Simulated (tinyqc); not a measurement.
What the shift does to the intrinsic density: temperature and isotope dependence of a band gap in oscillator models.

E(T) = E0 - sum_i sl_i th_i n_i(T), n = 1/(exp(th/T) - 1). The same coupling lowers the gap at 0 K by the zero-point term ZP = sum_i sl_i th_i/2, so the gap of the static lattice is E0 + ZP. Thermal expansion is taken as part of the slopes.

Constants: kB = 8.617333262e-05 eV/K; hbar^2/2m0 = 3.80998211 eV angstrom^2.

Inputs chosen for the exercise (near those of GaAs; not measured data): E0 = 1.529 eV (gap at 0 K); th = (91, 313) K (temperatures of two oscillators); sl = (0.1642, 0.3188) meV/K (their high-temperature slopes); mm = 0.18 m0 (geometric mean of the density-of-states masses).

ni = 2 (mm kT/(4 pi c))^(3/2) exp(-E/2kT), c = hbar^2/2m0, with E(T) and with E0; 1 angstrom^-3 = 1e24 cm^-3. Apparent gap from an Arrhenius plot of ni/T^(3/2): E(T) - T dE/dT, dE/dT = -sum sl_i (th_i/T)^2 n_i (1 + n_i).

Results:
```
T (K)  E(T) (eV)  ni (cm^-3)  ni with E(T) / ni with E0  apparent gap (eV)
200       1.4767       0.259                      4.562             1.5612
250       1.4550    3.15e+03                      5.569             1.5657
300       1.4326    1.78e+06                      6.457             1.5689
350       1.4097    1.71e+08                      7.232             1.5712
400       1.3864    5.44e+09                      7.909             1.5730
500       1.3395    7.32e+11                      9.020             1.5756
700       1.2444    2.26e+14                     10.581             1.5787
```

What can be read from this table?

Using E0 in place of E(T) understates ni by a factor that rises from 4.56 to 10.58, towards exp(sum sl/2kB) = 16.5. The slope of an Arrhenius plot returns neither E(T) nor E0 but the intercept of the tangent, 1.5689 eV at 300 K, which lies 40 meV above E0 and tends to the static gap 1.5864 eV.

Run: tinyqc, `OMP_NUM_THREADS=1 python tinyqc.py 1880440 1880441 out.jsonl`; Intel(R) Xeon(R) Processor @ 2.30GHz, one thread, shared host; about 0.01 s of CPU time with all checks.
